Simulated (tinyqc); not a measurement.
Luttinger-Kohn k.p, four valence bands, step by step. Computed by tinyqc, a small Python program that keeps every step. Settings: g1 = 4.56, g2 = 1.3, g3 = 1.78. Command: `OMP_NUM_THREADS=1 python tinyqc.py 31855 31856 out.jsonl` (the two numbers bound the seeds that draw the settings). One thread of a shared host (Intel(R) Xeon(R) Processor @ 2.60GHz), about 0.01 s of CPU time with the checks.

## Bloch Hamiltonian at k

Luttinger parameters chosen for this model; energies are counted downward from the top of the valence band:
```
parameter     value  unit
g1         4.560000
g2         1.300000
g3         1.780000
```

k point k (1/angstrom): -0.0390  -0.0170  0.0150

P = c g1 k^2, Q = c g2 (kx^2 + ky^2 - 2 kz^2), R = c sqrt3 [-g2 (kx^2 - ky^2) + 2i g3 kx ky], S = 2 c sqrt3 g3 (kx - i ky) kz, c = hbar^2/2m = 3.809982 eV angstrom^2; rows [P+Q, -S, R, 0], [-S*, P-Q, 0, R], [R*, 0, P-Q, S], [0, R*, S*, P+Q]. The path ends lie at |k| = 0.05 1/angstrom.

H(k) at k (eV):
```
                  3/2              1/2             -1/2             -3/2
3/2            0.0421   0.0137-0.0060i  -0.0106+0.0156i           0.0000
1/2    0.0137+0.0060i           0.0286           0.0000  -0.0106+0.0156i
-1/2  -0.0106-0.0156i           0.0000           0.0286  -0.0137+0.0060i
-3/2           0.0000  -0.0106-0.0156i  -0.0137-0.0060i           0.0421
```

## Levels at k

Diagonalise the Hermitian matrix.

eigenvalues (eV): 0.0104  0.0104  0.0603  0.0603

## Bands along a path

The same steps at evenly spaced points between the labelled ones.

Bands along the path (eV):
```
k             band 1  band 2  band 3  band 4
[111]         0.0095  0.0095  0.0773  0.0773
[111]-G 0.25  0.0054  0.0054  0.0435  0.0435
[111]-G 0.50  0.0024  0.0024  0.0193  0.0193
[111]-G 0.75  0.0006  0.0006  0.0048  0.0048
G             0.0000  0.0000  0.0000  0.0000
G-[100] 0.25  0.0012  0.0012  0.0043  0.0043
G-[100] 0.50  0.0047  0.0047  0.0170  0.0170
G-[100] 0.75  0.0105  0.0105  0.0384  0.0384
[100]         0.0187  0.0187  0.0682  0.0682
```

## Hole masses

E = c [g1 k^2 -/+ 2 sqrt(g2^2 k^4 + 3 (g3^2 - g2^2)(kx^2 ky^2 + ky^2 kz^2 + kz^2 kx^2))] with c = hbar^2/2m, and m* = hbar^2 k^2 / (2 E).

Masses (electron masses):
```
direction   heavy   light
[100]      0.5102  0.1397
[110]      0.8237  0.1265
[111]      1.0000  0.1232
```
